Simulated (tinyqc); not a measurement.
Cap thickness from the capacitance plateau.

Inverse problem. With only the buried channel on, 1/C = 1/Cox + (tc + zc)/(eps0 eps_r), Cox = eps0 eox/tox. Find tc and the oxide-equivalent thickness 3.9 eps0/C.

Inputs (values chosen for the exercise); band and dielectric values close to those of silicon:
```
symbol  value  unit                                                                 meaning
eps_r    11.6                                                         relative permittivity
eox       3.9        relative permittivity of the gate insulator (close to silicon dioxide)
tox       1.8    nm                                                     insulator thickness
zc        0.8    nm                    depth of the hole centroid below the top of the SiGe
```

Constants: eps0 = 8.8541878128e-14 F/cm where lengths are in cm. Results are converted to the units shown.

plateau of C/Cox with only the buried channel on = 0.58487395

Solution. The cap and the centroid act as a second capacitor in series with the insulator.

tc = 3.000 nm
equivalent thickness = 3.078 nm

Computed by the program tinyqc: `OMP_NUM_THREADS=1 python tinyqc.py 2042080 2042081 out.jsonl`, one thread of a shared Intel Xeon 2.30GHz, about 0.02 s for the whole run.
